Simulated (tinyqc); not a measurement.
## Undoped symmetric double-gate MOSFET, analytic potential model: effect of the insulator thickness

An undoped body of thickness ts between two equal insulators and tied gates; long channel, electrons only, n = ni exp((psi - V)/Vt) with V the quasi-Fermi potential (0 at the source, Vd at the drain), constant mobility, no quantisation. Across the body psi(x) = V - 2 Vt ln[(ts/(2 beta)) sqrt(q ni/(2 eps0 eps_r Vt)) cos(2 beta x/ts)], x from the centre. Q is the electron charge per area of the whole body.

ni = sqrt(Nc Nv) exp(-Eg/(2 Vt)), Eg in volts; r = eps_r tox/(eox ts); V0 = dphi + 2 Vt ln[(2/ts) sqrt(2 eps0 eps_r Vt/(q ni))]. beta (between 0 and pi/2) solves (Vg - V0 - V)/(2 Vt) = ln(beta) - ln(cos beta) + 2 r beta tan(beta). Q = 8 eps0 eps_r Vt beta tan(beta)/ts; I = mu (1/L)(4 eps0 eps_r/ts)(2 Vt)^2 [g(beta_s) - g(beta_d)] per width, g = beta tan(beta) - beta^2/2 + r beta^2 tan^2(beta), with beta_s at V = 0 and beta_d at V = Vd.  I(low) is taken at Vg = -0.01 V, Qs and I(high) at Vg = 0.74 V.

Values chosen for this exercise; material values close to those of germanium:
- T = 300 K (temperature)
- Eg = 0.657 eV (band gap)
- eps_r = 16.3 (relative permittivity of the semiconductor)
- Nc = 1.05e19 cm^-3 (conduction-band density of states at T)
- Nv = 6.07e18 cm^-3 (valence-band density of states at T)
- eox = 7.17 (relative permittivity of the gate insulator)
- ts = 20 nm (body thickness)
- dphi = -0.02 V (gate work function less that of the intrinsic body)
- mu = 180 cm^2/(V s) (channel mobility)
- L = 0.5 um (gate length)
- Vd = 0.3 V (drain voltage)

Constants: q = 1.602176634e-19 C, kB = 1.380649e-23 J/K, Vt = kB T/q, eps0 = 8.8541878128e-14 F/cm where lengths are in cm. Results are converted to the units shown.

The same in every row: V0 (V) = 0.2350.

Result of one run:

| tox (nm) | I(low) (nA/um) | Qs(high) (nC/cm^2) | I(high) (uA/um) |
|---|---|---|---|
| 2.9 | 0.1062 | 1663 | 119.4 |

What becomes of these results when the insulator thickness tox is changed from 2.9 to 1.4 nm, all else the same?

Result of the changed run:

| tox (nm) | I(low) (nA/um) | Qs(high) (nC/cm^2) | I(high) (uA/um) |
|---|---|---|---|
| 1.4 | 0.1062 | 3149 | 218.1 |

The whole series:

| tox (nm) | I(low) (nA/um) | Qs(high) (nC/cm^2) | I(high) (uA/um) |
|---|---|---|---|
| 1.4 | 0.1062 | 3149 | 218.1 |
| 2 | 0.1062 | 2306 | 162.7 |
| 2.9 | 0.1062 | 1663 | 119.4 |
| 4.2 | 0.1062 | 1199 | 87.43 |
| 6.1 | 0.1062 | 859.8 | 63.61 |
| 8.7 | 0.1062 | 625.5 | 46.83 |
| 13 | 0.1062 | 435.3 | 32.98 |

As tox goes from 1.4 to 13 nm, I(low) stays near 0.106 nA/um and I(high) falls from 218 to 33.0 uA/um. On average I(low) is independent of tox and I(high) goes as tox^(-0.85). Below threshold no voltage drops over the insulator in this long-channel model, so its thickness does not matter there. In every row the surface density at the source at the higher gate voltage passes 0.3 Nc, where Boltzmann statistics fail.

tinyqc, about 0.01 s, one thread, Intel Xeon 2.30GHz (shared host): `OMP_NUM_THREADS=1 python tinyqc.py 2440088 2440089 out.jsonl`
